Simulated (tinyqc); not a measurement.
Non-radiative capture by multiphonon emission, one effective mode. Changing the temperature T. Computed by tinyqc, a small Python program. Command: `OMP_NUM_THREADS=1 python tinyqc.py 3015137 3015138 out.jsonl capture sweep`. One thread of a shared host (Intel(R) Xeon(R) Processor @ 2.30GHz), about 0.03 s of CPU time with the checks.

The initial state (free carrier plus empty centre) lies dE above the final state; both have the same frequency and are displaced by dQ.

Inputs (values chosen for the exercise, with mass, screening and phonons like those of GaSb):
```
quantity,value,unit
energy released dE,0.227,eV
phonon energy hbar omega,28.5,meV
Huang-Rhys factor S,1.75,-
electron-phonon coupling W,0.021,eV/(u^(1/2) angstrom)
cell volume V,958,angstrom^3
degeneracy g,2,-
broadening b,21,meV
carrier mass m,0.391,m_0
dielectric constant eps,16,-
defect density N_t,8e+14,cm^-3
```

Centre: attractive.

Constants: hbar^2/u = 4.18015928e-03 eV angstrom^2; k_B = 8.617333262e-05 eV/K; hbar = 6.582119569e-16 eV s; Ry = 13.605693123 eV; k_B = 1.380649e-23 J/K; m_0 = 9.1093837015e-31 kg.

Method:
- dQ = sqrt(2 S (hbar^2/u)/hbar omega); relaxation energy lambda = S hbar omega; phonons needed P = dE/hbar omega; classical barrier E_b = (dE - lambda)^2/(4 lambda); occupation n = 1/(exp(hbar omega/k_B T) - 1).
- Huang-Rhys weight for a net emission of p phonons: L_p = exp(-S (2n + 1)) ((n + 1)/n)^(p/2) I_p(2 S sqrt(n (n + 1))), I_p the modified Bessel function.
- M_p = sum_m w_m <m_i|Q|(m + p)_f>^2 with Q counted from the final minimum and Boltzmann weights w_m for m = 0..24; <m_i|Q|k_f> = sqrt((hbar^2/u)/(2 hbar omega)) [sqrt(k) <m|k-1> + sqrt(k+1) <m|k+1>], with overlaps of oscillators displaced by d = sqrt(2 S) summed on 1500 points from -16 to 16 + d.
- The delta function is a Gaussian of standard deviation b at dE - p hbar omega.
- C_0 = V (2 pi/hbar) g W^2 sum_p M_p Gaussian_p. The sum runs over the seven p from round(P) - 3 to round(P) + 3; 1 angstrom^3 = 1e-24 cm^3.
- Sommerfeld factor of an attractive centre: s(k) = 2 pi nu/(1 - exp(-2 pi nu)), nu = sqrt(Ry*/E), Ry* = Ry m/eps^2, averaged over (2/sqrt(pi)) sqrt(x) exp(-x) dx with x = E/k_B T = t^2 (trapezoid, t to 6 in steps of 0.01).
- C = s C_0; v = sqrt(3 k_B T/m); sigma = C/v; tau = 1/(C N_t).

One run for each value:
```
temperature T (K),capture coefficient C (cm^3/s),C_0 (cm^3/s),Sommerfeld factor s,cross-section sigma (cm^2)
60,1.000e-08,7.035e-10,14.22,1.197e-15
83,9.038e-09,7.476e-10,12.09,9.199e-16
120,9.101e-09,9.046e-10,10.06,7.704e-16
160,1.039e-08,1.191e-09,8.72,7.616e-16
220,1.373e-08,1.842e-09,7.45,8.587e-16
310,2.085e-08,3.306e-09,6.31,1.098e-15
430,3.257e-08,6.042e-09,5.39,1.457e-15
600,5.011e-08,1.086e-08,4.61,1.897e-15
```

Over the rows, capture coefficient C (cm^3/s) goes from 1.00e-8 through a minimum among these rows, 9.04e-9 at 83.0, to 5.01e-8; C_0 (cm^3/s) rises from 7.03e-10 to 1.09e-8 (exponent d ln y / d ln x 0.19 between the first rows and 1.8 between the last); Sommerfeld factor s falls from 14.2 to 4.61 (exponent d ln y / d ln x -0.50 between the first rows and -0.47 between the last). The exponent of Sommerfeld factor s stays between -0.50 and -0.47, near -0.50: the attractive limit s = 4 sqrt(pi Ry*/k_B T). The classical barrier (dE - S hbar omega)^2/(4 S hbar omega) is 0.157 eV and hbar omega/k_B is 331 K; well below that temperature C_0 is the tunnelling rate from the lowest level.

Caution (rows 60.0, 83.0, 120, 160, 220, 310): the largest term is not the one nearest energy conservation, so C_0 depends strongly on the broadening b.

Extremes, crossings and ranges named in words are read from the listed rows.
